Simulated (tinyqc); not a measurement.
Vertical double-diffused power MOSFET, components of the on-resistance: two steps of the calculation.

Stripe cells of pitch Wp + a, two channels a cell. Current flows through the channels, spreads in the accumulation layer, passes the gap between the p bodies and spreads at 45 degrees into the drift layer below them. Low drain voltage, full ionisation.

Values chosen for this exercise; bulk values close to those of gallium nitride:
- T = 400 K (temperature)
- eps_r = 9.85 (relative permittivity)
- Kc = 26700 V/cm per (cm^-3)^(1/8) (critical-field constant)
- BV = 900 V (rated breakdown voltage of the drift layer)
- mud = 888 cm^2/(V s) (drift mobility at 300 K)
- bt = 2.4 (temperature exponent of the drift mobility)
- tox = 61 nm (gate oxide thickness (eps_r 3.9))
- Vov = 5 V (gate overdrive)
- mch = 54 cm^2/(V s) (channel mobility)
- mac = 180 cm^2/(V s) (accumulation-layer mobility)
- Lc = 1.2 um (channel length)
- Wp = 3.4 um (width of the p body in one cell, channels included)
- a = 1.4 um (gap between neighbouring p bodies)
- xp = 0.7 um (depth of the p body)
- Nj = 5 (doping of the gap over the drift doping)
- Vbi = 3.05 V (built-in voltage of the body junction)
- Rs = 0.076 mohm cm^2 (substrate and contact resistance)

Constants: q = 1.602176634e-19 C, eps0 = 8.8541878128e-14 F/cm where lengths are in cm. Results are converted to the units shown.

Question 1. Drift layer. Triangular field at breakdown with Ec = Kc N^(1/8): BV = eps0 eps_r Ec^2/(2 q N), so N = (eps0 eps_r Kc^2/(2 q BV))^(4/3); W = 2 BV/Ec; mu = mud (T/300 K)^(-bt); rho = 1/(q mu N); ideal resistance rho W.

Wanted: drift doping N; Ec; drift thickness W; electron mobility mu at T; drift resistivity rho; ideal resistance.

Answer 1.

drift doping N = 2.7850e16 cm^-3
Ec = 3.0347 MV/cm
drift thickness W = 5.9314 um
electron mobility mu at T = 445.20 cm^2/(V s)
drift resistivity rho = 0.50338 ohm cm
ideal resistance = 0.29858 mohm cm^2

Question 2. Components of the on-resistance. Pitch p = Wp + a, Cox = 3.9 eps0/tox; zero-bias depletion in the gap w0 = sqrt(2 eps0 eps_r Vbi/(q N Nj)), open gap g = a - 2 w0; R_ch = Lc p/(2 mch Cox Vov); R_acc = 0.6 a p/(4 mac Cox Vov), 0.6 being an empirical factor for current leaving the layer along its length; R_gap = (rho/Nj) xp p/g; spreading depth t = min(W, (p - g)/2); R_drift = (rho p/2) ln((g + 2 t)/g) + rho (W - t); R_on = the sum with Rs.

drift doping N = 2.7850486e16 cm^-3
drift thickness W = 5.9313991 um
electron mobility mu at T = 445.20496 cm^2/(V s)
drift resistivity rho = 0.50338101 ohm cm

Find: w0; g; components; R_on; shares.

Answer 2.

w0 = 0.1544 um
g = 1.091 um
components (mohm cm^2): channel 1.884, accumulation 0.1978, gap 0.03100, drift 0.3842, substrate 0.07600
R_on = 2.573 mohm cm^2
shares (%): channel 73.22, accumulation 7.69, gap 1.20, drift 14.93, substrate 2.95

The channel term is the largest. R_on is 8.62 times the ideal drift resistance rho W, and spreading raises the drift term to 1.29 times it.

Computed by the program tinyqc: `OMP_NUM_THREADS=1 python tinyqc.py 2230122 2230123 out.jsonl`, one thread of a shared Intel Xeon 2.30GHz, about 0.01 s for the whole run.
